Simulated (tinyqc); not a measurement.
Four-point probe on a layer of finite thickness.

Four collinear probes with spacing s on a wide layer of thickness w over an insulator: V/I = (rho/(2 pi s)) S, S = 1 + 4 sum_(k>=1) {[1 + (2 k w/s)^2]^(-1/2) - [4 + (2 k w/s)^2]^(-1/2)}. Thin-film reading rho = (pi/ln 2) w V/I times the factor F1 = 2 ln 2/((w/s) S); bulk reading rho = 2 pi s V/I times 1/S; closed estimate F1 = ln 2/ln[sinh(w/s)/sinh(w/(2 s))]. x = w/s.

Result of one run:
```
S,F1,1/S,estimate of F1
1.031,0.4484,0.9703,0.4476
```

Which ratio w/s x gave this result: 0.4, 0.8, 1, 1.5 or 3?

x = 3.

The whole series:
```
x,S,F1,1/S,estimate of F1
0.2,6.931,1.000,0.1443,0.9929
0.3,4.621,1.000,0.2164,0.9841
0.4,3.467,0.9995,0.2884,0.9721
0.6,2.330,0.9918,0.4293,0.9399
0.8,1.793,0.9662,0.5576,0.8989
1,1.504,0.9215,0.6647,0.8523
1.5,1.197,0.7719,0.8352,0.7285
2,1.094,0.6337,0.9142,0.6151
3,1.031,0.4484,0.9703,0.4476
5,1.007,0.2753,0.9931,0.2765
```

F1 falls from 1.000 to 0.275 while 1/S rises from 0.144 to 0.993. Among the rows the thin-film formula is good to 1 % up to w/s = 0.6 and the bulk formula from w/s = 5 on. The closed estimate is within 7.6 % of the series.

Program tinyqc, `OMP_NUM_THREADS=1 python tinyqc.py 2850128 2850129 out.jsonl`; Intel Xeon 2.30GHz, shared host, one thread, about 0.04 s.
